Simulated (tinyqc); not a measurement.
Valence-band offset from core levels (Kraut method), with the dipole against the affinity rule: one step of the calculation.

Binding energies are counted downwards from the Fermi level. dEv > 0 means that the valence edge of B lies below that of A, dEc > 0 that the conduction edge of B lies above that of A; dEc + dEv = EgB - EgA. The spectra are made-up values treated as data.

Problem. Offsets. dEv = (iB - iA) - (cB - vB) + (cA - vA), dEc = EgB - EgA - dEv.

Inputs (values chosen for the exercise); gaps and affinities close to those of gallium arsenide (A) and silicon nitride (B): gap of the substrate A EgA = 1.44 eV; gap of the overlayer B EgB = 5.4 eV; core level of bare A cA = 57.4 eV; core level of thick B cB = 97.16 eV; valence-band maximum of thick B vB = 3.57 eV; core level of A under a thin film of B iA = 57.55 eV; core level of B in that thin film iB = 96.33 eV.

vA = 0.88167064 eV

Wanted: cA - vA; cB - vB; iB - iA; dEv; dEc.

Solution.

cA - vA = 56.518 eV
cB - vB = 93.590 eV
iB - iA = 38.780 eV
dEv = 1.7083 eV
dEc = 2.2517 eV

The alignment is type I (straddling). Both offsets exceed 1 eV, the usual requirement for a gate dielectric. A rigid shift of all levels, by charging or doping, cancels in the differences.

Numbers from tinyqc (`OMP_NUM_THREADS=1 python tinyqc.py 2410169 2410170 out.jsonl`; about 0.01 s on one thread of a shared Intel Xeon 2.30GHz).
